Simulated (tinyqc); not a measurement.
# Worked calculation: admittance spectroscopy of a deep trap

tinyqc, about 0.01 s, one thread, Intel Xeon 2.30GHz (shared host): `OMP_NUM_THREADS=1 python tinyqc.py 2050092 2050093 out.jsonl` Printed values are rounded.

Schottky contact on an n-type layer with shallow donors Nd (all ionised) and a donor-like deep trap, neutral when filled and positive when empty; depletion approximation. Traps within lam of the depletion edge stay filled. The traps at xt = W - lam, where the level crosses the Fermi level, follow a slow signal and not a fast one. w = 2 pi f.

Values chosen for this exercise; material values those of a made-up semiconductor: relative permittivity eps_r = 15.4; conduction-band density of states at 300 K Nc = 1.32e19 cm^-3; thermal velocity at 300 K vth = 3.7e7 cm/s; shallow donor density Nd = 9.4e14 cm^-3; built-in voltage Vbi = 0.29 V; depth of the trap below the conduction edge Et = 0.1 eV; capture cross-section sn = 5.5e-17 cm^2; trap density Nt = 9.3e14 cm^-3; reverse bias Vr = 0 V; signal frequency f = 10000 Hz; temperature T = 96 K.

Constants: q = 1.602176634e-19 C, kB = 1.380649e-23 J/K, eps0 = 8.8541878128e-14 F/cm where lengths are in cm. Results are converted to the units shown.

Range of the model: Below about 110 K shallow donors begin to freeze out, which the model ignores.

## Widths and limiting capacitances

lam = sqrt(2 eps0 eps_r (EF - ET)/(q Nd)), EF - ET = Et - (kB T/q) ln(Nc(T)/Nd), Nc(T) = Nc (T/300 K)^1.5. In the steady state at the band bending V, 2 eps0 eps_r V/q = Nd W^2 + Nt (W - lam)^2 (the second term only if W > lam). V = Vbi + Vr. C_HF = eps0 eps_r/W, C_LF = eps0 eps_r (Nd + Nt)/(Nd W + Nt xt).

lam = 252.238 nm
W = 623.500 nm
xt = 371.261 nm
C_HF = 21.8692 nF/cm^2
C_LF = 27.3774 nF/cm^2

The step is 25.2 % of C_HF.

## Admittance at the signal frequency

Emission rate en = sn vth(T) Nc(T) exp(-Et/kB T) = sn g T^2 exp(-Et/kB T), g = vth Nc/(300 K)^2, as vth goes as T^0.5 and Nc as T^1.5 (degeneracy factor 1). Inflection frequency w0 = 2 en [1 + Nt xt/(Nd W)]; C = C_HF + (C_LF - C_HF)/(1 + (w/w0)^2), G/w = (C_LF - C_HF)(w/w0)/(1 + (w/w0)^2).

en = 15476.4 1/s
w0/(2 pi) = 7828.42 Hz
C = 23.9622 nF/cm^2
G/w = 2.67357 nF/cm^2

The signal lies near the inflection, where the loss is largest.
